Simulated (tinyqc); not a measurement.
## Trap density from one capacitance

Question. Traps spread evenly through the insulator exchange electrons with the semiconductor by tunnelling, with tau(x) = t0 exp(2 ka x) at depth x from the interface. The admittance per area Y seen at depth x obeys dY/dx = -Y^2/(i w eps0 eox) + q Nb ln(1 + i w tau)/tau, with Y(0) = i w Cs and w = 2 pi f; the gate sees Y(tox) = G + i w C. Working variable y = Y/(i w), in uF/cm^2. Cox = eps0 eox/tox. Find Nb and G/w.

Inputs (values chosen for the exercise):
```
symbol,value,unit,meaning
eox,8.31,,relative permittivity of the insulator
tox,5.7,nm,insulator thickness
Cs,0.72,uF/cm^2,semiconductor capacitance in accumulation
ka,4.5,1/nm,decay constant of the wave function in the insulator
t0,2e-9,s,time constant of a trap at the interface
f,1e5,Hz,frequency
```

Constants: q = 1.602176634e-19 C, eps0 = 8.8541878128e-14 F/cm where lengths are in cm. Results are converted to the units shown.

C = 0.48145480 uF/cm^2

Solution. C rises steadily with Nb, so one density matches; in practice ka and t0 must come from the frequency dependence.

Nb = 3.20e18 cm^-3 eV^-1
G/w = 0.00417 uF/cm^2

Program tinyqc, `OMP_NUM_THREADS=1 python tinyqc.py 2202032 2202033 out.jsonl`; Intel Xeon 2.30GHz, shared host, one thread, about 0.4 s.
